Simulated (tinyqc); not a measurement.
Worked calculation: Landau-Devonshire theory of a uniaxial ferroelectric. Computed by tinyqc, a small Python program that keeps every step. Command: `OMP_NUM_THREADS=1 python tinyqc.py 3013493 3013494 out.jsonl ferro walk`. One thread of a shared host (Intel(R) Xeon(R) Processor @ 2.30GHz), about 0.01 s of CPU time with the checks. Intermediate numbers are printed to about 6 digits and carried at full precision; extremes and crossings named in words are read from the listed rows.

G(P) = (alpha/2) P^2 + (beta*/4) P^4 + (gamma/6) P^6 - E P per volume, SI units, one domain, P along the polar axis.

Inputs (values chosen for the exercise, for a model ferroelectric):
```
quantity                          value             unit
alpha_0                        1.19e+06      J m/(C^2 K)
Curie-Weiss temperature T0          660                K
beta                            2.2e+08        J m^5/C^4
gamma                          4.14e+09        J m^9/C^6
temperature T                       473                K
applied field E                      87             MV/m
film thickness d                     26               nm
screening length lambda          0.0034               nm
background permittivity eps_b         8                -
gradient coefficient g          4.4e-10        J m^3/C^2
series capacitance C_d              1.9  microfarad/cm^2
start of Newton steps P0/Ps        0.35                -
```

Sample: free crystal.

Constants: eps_0 = 8.8541878128e-12 F/m.

## Coefficients at T

alpha = alpha_0 (T - T0*), T0* = T0, beta* = beta.

T0* = 660 K

alpha = -2.22530e+08 J m/C^2

beta* = 2.20e+08 J m^5/C^4

beta* > 0: the transition is of second order.

## Spontaneous polarisation, susceptibility, coercive field

Ps^2 = [-beta* + sqrt(beta*^2 - 4 alpha gamma)]/(2 gamma). chi = 1/(eps_0 G''), G'' = alpha + 3 beta* P^2 + 5 gamma P^4 at Ps. Ps, chi and the coercive field are for perfect screening, without a depolarising field. The intrinsic coercive field is |alpha P + beta* P^3 + gamma P^5| at the P_c where G'' = 0. 1 C/m^2 = 100 microcoulomb/cm^2.

spontaneous polarisation Ps = 45.4742 microcoulomb/cm^2

susceptibility chi = 141.329

well depth G(Ps) = -14.5551 MJ/m^3

P_c = 29.8261 microcoulomb/cm^2

intrinsic coercive field = 50.7627 MV/m

P_c/Ps = 0.656, above the 0.577 of a quartic well, as the sixth-order term matters. Real switching runs by domain nucleation at far lower fields.

## Polarisation in the field by Newton steps

Solve G'(P) = alpha P + beta* P^3 + gamma P^5 - E = 0 by P(new) = P - G'/G'' from P0; stop when the step is below 1e-11 C/m^2 (G' under 1e-6 MV/m is shown as 0).

Newton steps:
```
step  P (microcoulomb/cm^2)     G' (MV/m)  G'' (MJ m/C^2)
1                   15.9160  -1.21108e+02         -192.53
2                  -46.9882  -1.00091e+02          932.27
3                  -36.2520  -4.27312e+01          221.72
4                  -16.9798  -5.08763e+01         -186.29
5                  -44.2893  -7.81053e+01          703.40
6                  -33.1853  -3.78549e+01          101.20
7                    4.2209  -9.63757e+01         -221.29
...                     ...           ...             ...
12                 -42.8526  -6.87777e+01          596.70
13                 -31.3263  -3.65423e+01           41.58
14                  56.5492   6.63495e+01         2105.31
15                  53.3977   7.39655e+00         1648.56
16                  52.9490   1.32899e-01         1589.56
17                  52.9407   4.53958e-05         1588.48
18                  52.9407             0         1588.48
```

P at the end of the steps = 52.9407 microcoulomb/cm^2

1/(eps_0 G'') there = 71.1002

The linear estimate Ps + eps_0 chi E gives 56.361; the field lowers chi by 49.7 %.

## The 180-degree wall

With the term (g/2) (dP/dx)^2, (g/2) P'^2 = G(P) - G(Ps) across the wall: energy = int_(-Ps)^(Ps) sqrt(2 g [G(P) - G(Ps)]) dP (40 Gauss-Legendre points); width = 2 Ps over the slope at P = 0, sqrt(2 |G(Ps)|/g). Elastic coupling inside the wall is left out.

wall energy = 71.3806 mJ/m^2

wall width = 3.53590 nm

## A capacitor with imperfect screening

Between shorted electrodes with screening length lambda each, the depolarising field is -k P, k = 2 lambda/(eps_0 (d + 2 lambda eps_b)), so alpha turns into alpha + k. The polar state is the lowest uniform state while alpha + k < 0 (beta* > 0) or < 3 beta*^2/(16 gamma) (beta* < 0); setting the equality gives the critical thickness d_c.

depolarising coefficient k = 2.94767e+07 J m/C^2

polarisation of the film = 43.7037 microcoulomb/cm^2

size of the depolarising field = 12.8824 MV/m

critical thickness d_c = 3.39681 nm

The film keeps 96 % of Ps.

## Thickness series

Domains are left out, though they can pre-empt both the loss of P and the state at P = 0. The second and third columns are for the shorted capacitor, polar only where it is the lowest uniform state: alpha + k < 0 (beta* > 0) or < 3 beta*^2/(16 gamma) (beta* < 0). The last column is another circuit, the film in series with C_d at P = 0: 1/C = (alpha d)/(1 + alpha eps_0 eps_b) + 1/C_d, and P = 0 is locally stable while 1/C > 0; a dash marks the rest.

Against thickness:
```
d (nm)  P (microcoulomb/cm^2)  depolarising field (MV/m)  C of the stack / C_d
1                      0.0000                     0.0000               1.00431
2                      0.0000                     0.0000               1.00867
3                      0.0000                     0.0000               1.01306
5                     32.6617                    49.6282               1.02195
8                     38.8204                    37.0158               1.03559
15                    42.2726                    21.5653               1.06887
30                    43.9509                    11.2310               1.14794
60                    44.7298                     5.7202               1.34725
150                   45.1804                     2.3124               2.81189
```

The polar state appears between 3 and 5 nm (d_c = 3.40 nm), and at 150 nm P is 99.4 % of Ps. The stack exceeds C_d wherever it is stable, up to 2.81 times: the ferroelectric held at P = 0 acts as a negative capacitance.

Checks made by the program: Ps against a numerical root of G'(P)/P (relative difference below 1e-10).
